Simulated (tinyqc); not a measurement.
Quantum point contact as a saddle point: one step of the calculation.

Potential V0 - m wx^2 x^2/2 + m wy^2 y^2/2; energies are counted from V0. Mode n = 0, 1, ... transmits T_n(E) = 1/(1 + exp(-2 pi (E - E_n)/wx)), E_n = wy (n + 1/2); each mode carries 2 q^2/h.

Task. Thermal average on a coarse grid. g(T) = int g(E) (-df/dE) dE = int g(mu + x kB T) dx/(4 cosh^2(x/2)), g(E) the zero-temperature value at E, g = G/(2 q^2/h). Simpson's rule on nE equally spaced x from -xm to xm.

Values chosen for this exercise: temperature T = 0.3 K; transverse quantum hbar wy wy = 5.9 meV; curvature of the barrier hbar wx wx = 2.6 meV; Fermi level above the saddle point mu = 17.38 meV; points of the energy grid nE = 11; half-range of the grid in kB T xm = 8.

Constants: q = 1.602176634e-19 C, kB = 1.380649e-23 J/K, Vt = kB T/q. Results are converted to the units shown.

Wanted: x; E; g(E); weight; integral of the weight; g(T); g(T) divided by the integral of the weight.

Result.

| point | x | E (meV) | g(E) | weight |
|---|---|---|---|---|
| 0 | -8.0000 | 17.173 | 2.9974 | 0.00034 |
| 1 | -6.4000 | 17.215 | 2.9977 | 0.00166 |
| 2 | -4.8000 | 17.256 | 2.9979 | 0.00810 |
| 3 | -3.2000 | 17.297 | 2.9982 | 0.03763 |
| 4 | -1.6000 | 17.339 | 2.9984 | 0.13976 |
| 5 | 0.0000 | 17.380 | 2.9986 | 0.25000 |
| 6 | 1.6000 | 17.421 | 2.9988 | 0.13976 |
| 7 | 3.2000 | 17.463 | 2.9990 | 0.03763 |
| 8 | 4.8000 | 17.504 | 2.9992 | 0.00810 |
| 9 | 6.4000 | 17.545 | 2.9994 | 0.00166 |
| 10 | 8.0000 | 17.587 | 2.9996 | 0.00034 |

integral of the weight = 1.0168
g(T) = 3.0489
g(T) divided by the integral of the weight = 2.9986

Computed by the program tinyqc: `OMP_NUM_THREADS=1 python tinyqc.py 2740127 2740128 out.jsonl`, one thread of a shared Intel Xeon 2.30GHz, about 0.06 s for the whole run.
